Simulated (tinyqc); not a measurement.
Stress along the channel: six-band hole subbands of a thin body in a field.

Basis X, Y, Z times spin, hole energies counted downwards from the unstrained edge (the hydrostatic shift is left out), c = hbar^2/2m0. For a symmetric tensor T let C(T) have C_XX = L Txx + M (Tyy + Tzz), C_XY = N Txy (cyclic), L = c (g1 + 4 g2), M = c (g1 - 2 g2), N = 6 c g3. k = q + kz n, n the unit normal, q = k1 u + k2 v with u along the channel [1-10] and v = n x u. H = C(k k^T) + (Dso/3)(1 - L.sigma) - B + e F z with (L_k)_ij = -i epsilon_kij; B is the block C built from the traceless strain with 2b, -b and sqrt(3) d in place of L, M, N. Strain: exx = eyy = (s11 + s12) sx/2, ezz = s12 sx, exy = -s44 sx/4. Hard walls at z = 0 and t; basis sin(j pi z/t), j = 1 to Nz: kz^2 = (j pi/t)^2, kz = -i D with D_jl = 4 j l/(t (j^2 - l^2)), z_jj = t/2 and z_jl = -8 t j l/(pi (j^2 - l^2))^2 for j + l odd; 1 MV/cm = 0.01 eV/angstrom.

Nz = 14. E1 is the top subband at q = 0, gap the distance to the next pair, and the masses are c q^2/(E(q) - E1) at |q| = 0.02 1/angstrom (mean of the spin pair) along the channel [1-10] and across it in the plane; a dash marks a band that does not rise.

Constants: hbar^2/2m0 = 3.80998211 eV angstrom^2.

Values chosen for the exercise (near those of a p-type Si channel; the results hold for these values, not for the real material):
- g1 = 4.31 (Luttinger gamma1)
- g2 = 0.34 (gamma2)
- g3 = 1.45 (gamma3)
- Dso = 0.045 eV (spin-orbit splitting)
- b = -2.1 eV (tetragonal potential)
- d = -4.78 eV (trigonal potential)
- S = (7.64, -2.16, 12.75) 1/TPa (compliances s11, s12, s44)
- face = 110 (surface)
- t = 75 angstrom (body thickness)
- F = 0 MV/cm (field across the body)

Each row has its own sx.

Results:
```
sx (GPa)  E1 (meV)  gap (meV)  m channel  m across
-3.0         -95.1        6.7      0.113     0.276
-1.0         -23.7        7.9      0.115     0.277
-0.5          -6.7        8.9      0.118     0.278
0.0            8.7       11.2      0.128     0.277
0.5           16.7       17.4      0.200     0.264
1.0           11.2       30.0      0.271     0.271
```

Give the missing row, sx (GPa) = -2.0.

Computed row:
```
sx (GPa)  E1 (meV)  gap (meV)  m channel  m across
-2.0         -59.1        7.1      0.113     0.276
```

Under 2 GPa of compression the channel mass goes from 0.128 to 0.113 m0, the mass across from 0.277 to 0.276; the gap to the next subband is 7, 11 and 30 meV at -2, 0 and +1 GPa. The lightest channel mass of the table, 0.113 m0, is at -3.0 and -2.0 GPa.

Computed by tinyqc, a small Python program: `OMP_NUM_THREADS=1 python tinyqc.py 1252101 1252102 out.jsonl` (the numbers bound the seed that draws the inputs); one thread of a shared host (Intel(R) Xeon(R) Processor @ 2.30GHz), about 0.4 s for the whole set of steps.
